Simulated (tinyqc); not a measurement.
Inside a calculation. Method: Jacobi rotations on a symmetric matrix. Computed by tinyqc, a small Python program that keeps every step. Settings: method = jacobi. Command: `OMP_NUM_THREADS=1 python tinyqc.py 20949 20950 out.jsonl` (the two numbers bound the seeds that draw the settings). One thread of a shared host (Intel(R) Xeon(R) Processor @ 2.60GHz), about 0.01 s of CPU time with the checks.

## Jacobi rotation 1

A:
```
        1       2       3       4
1  1.2990  0.2810  0.7210  1.4050
2  0.2810  1.3590  0.5180  0.9350
3  0.7210  0.5180  1.5070  0.6460
4  1.4050  0.9350  0.6460  1.8270
```

Take the largest off-diagonal element A_pq; tan 2 theta = 2 A_pq / (A_qq - A_pp) with |theta| <= pi/4; A' = J^T A J with J_pp = J_qq = cos, J_pq = sin, J_qp = -sin.

p, q, theta (rad): 1.0000  4.0000  0.6925

A':
```
         1        2       3       4
1   0.1334  -0.3807  0.1424  0.0000
2  -0.3807   1.3590  0.5180  0.8990
3   0.1424   0.5180  1.5070  0.9575
4   0.0000   0.8990  0.9575  2.9926
```

## Jacobi rotation 2

As before.

p, q, theta (rad): 3.0000  4.0000  0.4555

A':
```
         1        2       3       4
1   0.1334  -0.3807  0.1279  0.0627
2  -0.3807   1.3590  0.0697  1.0352
3   0.1279   0.0697  1.0379  0.0000
4   0.0627   1.0352  0.0000  3.4617
```

## Jacobi rotation 3

As before.

p, q, theta (rad): 2.0000  4.0000  0.3888

A':
```
         1        2       3        4
1   0.1334  -0.3761  0.1279  -0.0864
2  -0.3761   0.9349  0.0645   0.0000
3   0.1279   0.0645  1.0379   0.0264
4  -0.0864   0.0000  0.0264   3.8858
```

## All rotations

The off-diagonal norm falls at every rotation.

Rotations:

| step | p | q | theta | off-diagonal norm |
|---|---|---|---|---|
| 1 | 1 | 4 | 0.6925 | 2.08e+00 |
| 2 | 3 | 4 | 0.4555 | 1.58e+00 |
| 3 | 2 | 4 | 0.3888 | 5.83e-01 |
| 4 | 1 | 2 | -0.3768 | 2.39e-01 |
| 5 | 1 | 3 | 0.1323 | 1.29e-01 |
| 6 | 1 | 4 | -0.0212 | 5.33e-02 |
| 7 | 2 | 4 | 0.0113 | 2.85e-02 |
| 8 | 3 | 4 | 0.0056 | 1.79e-02 |
| 9 | 2 | 3 | -0.3801 | 1.53e-03 |
| 10 | 1 | 2 | -0.0007 | 9.77e-04 |
| 11 | 1 | 3 | 0.0006 | 1.00e-04 |
| 12 | 2 | 4 | 2.32e-05 | 3.93e-05 |
| 13 | 3 | 4 | -9.16e-06 | 1.38e-05 |
| 14 | 1 | 4 | -2.48e-06 | 7.17e-07 |
| 15 | 2 | 3 | 1.39e-05 | 7.84e-10 |

eigenvalues: -0.0361  1.0518  1.0884  3.8880
